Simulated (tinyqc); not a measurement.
Classical Heisenberg spin chain: exact results, Metropolis, heat-bath and over-relaxation steps, and a Monte Carlo run: one step, computed by the program tinyqc. Command: `OMP_NUM_THREADS=1 python tinyqc.py 3130057 3130058 out.jsonl heismc walk`. One thread of a shared host (Intel(R) Xeon(R) Processor @ 2.30GHz), about 0.2 s of CPU time with the checks.

E = -J sum_i s_i . s_(i+1) for unit vectors s_i on an open chain; K = J/(k_B T).

Question. Four single-spin steps. The given spins are first normalised. Spins 2 and 3 are updated in turn, with h = K (sum of the two neighbours). Trial spin with z = 2 r1 - 1 and azimuth 2 pi r2; it is accepted if r3 < min(1, exp(h . s_trial - h . s_old)).

Inputs (values chosen for the exercise, for a model chain of large moments): temperature T = 664 K.

Update: Metropolis.

four neighbouring spins (rows; components x, y, z):
```
         1        2        3
1   0.3266  -0.0739  -0.9423
2   0.9885   0.1161   0.0968
3  -0.4980   0.3549  -0.7912
4   0.4816   0.8677  -0.1233
```

random numbers, one row a step:
```
        1       2       3
1  0.0586  0.9607  0.5486
2  0.4762  0.0838  0.9369
3  0.3780  0.5187  0.5282
4  0.6303  0.4327  0.6839
```

K = 0.4543938

Give: the table «Steps» with the columns |h|, h . s before, h . s trial, acceptance, accepted, x, y, z.

Answer.

Steps:
```
spin      |h|  h . s before  h . s trial  acceptance  accepted        x         y        z
2     0.80176      -0.13842      0.64523      1.0000       yes  0.45550  -0.11482  -0.8828
3     0.71228       0.27107      0.56120      1.0000       yes  0.86358   0.50197  -0.0476
2     0.72981       0.62108     -0.43321      0.3484        no  0.45550  -0.11482  -0.8828
3     0.71228       0.56120     -0.35849      0.3986        no  0.86358   0.50197  -0.0476
```
